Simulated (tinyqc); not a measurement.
# Changing the temperature T

Model: mobility of a non-polar semiconductor in the relaxation-time approximation. Computed by tinyqc, a small Python program. Command: `OMP_NUM_THREADS=1 python tinyqc.py 3005740 3005741 out.jsonl rta sweep`. One thread of a shared host (Intel(R) Xeon(R) Processor @ 2.30GHz), about 0.02 s of CPU time with the checks.

Each valley is treated as a sphere of mass m_d for states and rates, with one isotropic relaxation time; the conductivity mass m_c sets the current.

Inputs (values chosen for the exercise, modelled on holes in germanium):
```
quantity,value,unit
longitudinal mass m_l,0.308,m_0
transverse mass m_t,0.308,m_0
equivalent valleys Z,1,-
non-parabolicity alpha,0.32,1/eV
static permittivity eps_s,16,-
density rho,5323,kg/m^3
sound velocity v_l,5270,m/s
acoustic deformation potential D_A,5.4,eV
phonon energy hbar w,35.9,meV
optical or intervalley deformation potential D_o,9,1e8 eV/cm
final valleys Z_f,1,-
carrier density n,1.6e+19,1/cm^3
compensation ratio C,0,-
```

Band: Kane. Impurity formula: Conwell-Weisskopf. Further scattering: none.

Constants: k_B = 8.617333262e-05 eV/K; m_0 = 9.1093837015e-31 kg; e = 1.602176634e-19 C; hbar = 1.054571817e-34 J s; eps_0 = 8.8541878128e-12 F/m; k_B = 1.380649e-23 J/K; hbar = 6.582119569e-16 eV s.

Method:
- m_d = (m_l m_t^2)^(1/3); 1/m_c = (1/m_l + 2/m_t)/3; Hall mass factor A = 3 K_m (K_m + 2)/(2 K_m + 1)^2, K_m = m_l/m_t; N_I = n (1 + C)/(1 - C).
- Kane band: hbar^2 k^2/(2 m) = E (1 + alpha E), speed v = hbar k/(m (1 + 2 alpha E)), states per spin, volume and energy g(E) = m k (1 + 2 alpha E)/(2 pi^2 hbar^2); overlap factors are set to 1. Here m = m_d. Masses are multiplied by m_0 and all formulas are in SI units.
- The reduced Fermi level eta = E_F/(k_B T) solves n = 2 Z int g f dE with f = 1/(1 + exp(x - eta)) (Z = 1 unless valleys are given); screening length L_s = sqrt(eps_s eps_0 k_B T/(e^2 dn/deta)), dn/deta = 2 Z int g f (1 - f) dE.
- Integrals over x = E/(k_B T) use 160 Gauss-Legendre points in u = sqrt(x) from 0 to sqrt(max(eta, 0) + 32).
- Phonon occupation N_q = 1/(exp(hbar w/(k_B T)) - 1).
- Acoustic deformation potential (elastic, equipartition, absorption and emission together): 1/tau = 2 pi k_B T D_A^2 g(E)/(hbar rho v_l^2).
- Optical or intervalley deformation potential: 1/tau = (pi Z_f D_o^2/(rho w)) [N_q g(E + hbar w) + (N_q + 1) g(E - hbar w)], with g = 0 below the band edge.
- Each optical term is multiplied by (1 - f(E'))/(1 - f(E)), E' the final energy, for Pauli blocking.
- Singly charged impurities, momentum relaxation: 1/tau = N_I e^4 m (1 + 2 alpha E) Phi/(8 pi (eps_s eps_0)^2 hbar^3 k^3), with alpha = 0 for a parabolic band.
- Conwell-Weisskopf: Phi = ln(1 + y^2), y = 4 pi eps_s eps_0 E N_I^(-1/3)/e^2 (largest impact parameter N_I^(-1/3)/2).
- mu = (m_d/m_c) (2 Z e/(3 n k_B T)) int g v^2 tau f (1 - f) dE.
- Averages over x are split at the emission threshold x_0 = hbar w/(k_B T): 64 Gauss-Legendre points in sqrt(x) below it and 128 in sqrt(x - x_0) above it, up to x = max(eta, 0) + 32.
- Rates are added at each energy before the average. With <y> = int g v^2 y f (1 - f) dE: Hall factor r_H = A (3 n k_B T/(2 Z m_d)) <tau^2/(1 + 2 alpha E)>/<tau>^2 (alpha = 0 for a parabolic band); Hall mobility r_H mu; |S| = (k_B/e) (<x tau>/<tau> - eta); resistivity 1/(n e mu).
- Matthiessen's rule adds 1/mu of the separate processes.

One run for each value:
```
temperature T (K),drift mobility mu (cm^2/(V s)),acoustic mobility (cm^2/(V s)),ionised impurity mobility (cm^2/(V s)),optical mobility (cm^2/(V s)),Hall factor r_H,excess of Matthiessen's rule over the full mu (%)
60,202.9,20811,205.3,4.171e+05,1.007,0.12
79,203.6,15744,207.5,7.889e+04,1.011,0.37
100,204.0,12367,210.7,2.644e+04,1.015,0.77
140,204.5,8705,218.5,8.398e+03,1.022,1.64
180,204.8,6641,228.1,4.505e+03,1.027,2.68
230,204.6,5047,242.3,2.781e+03,1.031,4.34
310,201.8,3547,268.4,1.696e+03,1.029,7.79
410,193.7,2492,304.9,1.109e+03,1.021,12.65
530,179.3,1763,352.3,7.546e+02,1.013,17.92
700,155.5,1182,423.6,4.918e+02,1.011,22.69
```

Over the rows, drift mobility mu (cm^2/(V s)) goes from 203 through a maximum among these rows, 205 at 180, to 156; acoustic mobility (cm^2/(V s)) falls from 20800 to 1180 (exponent d ln y / d ln x -1.0 between the first rows and -1.4 between the last); ionised impurity mobility (cm^2/(V s)) rises from 205 to 424 (exponent d ln y / d ln x 0.040 between the first rows and 0.66 between the last). At the high end the exponent of acoustic mobility is -1.44, close to -1.5: the T^(-3/2) law of acoustic scattering in a classical gas. At the low end the exponent of acoustic mobility is -1.01, close to -1: the 1/T law of acoustic scattering in a degenerate gas. The lowest separate mobility among these three is impurity from 60.0 to 700 K. Matthiessen's rule errs most, by 23 %, at 700 K.

Caution (all rows): above a few 1e18 per cm^3 the Born approximation, static screening and an unperturbed band are rough; measured mobilities are usually lower. Caution (rows 60.0, 79.0, 100): n is taken as given; at low temperature (in diamond even at 300 K) real dopants can freeze out, which changes n and N_I.

Extremes, crossings and ranges named in words are read from the listed rows.
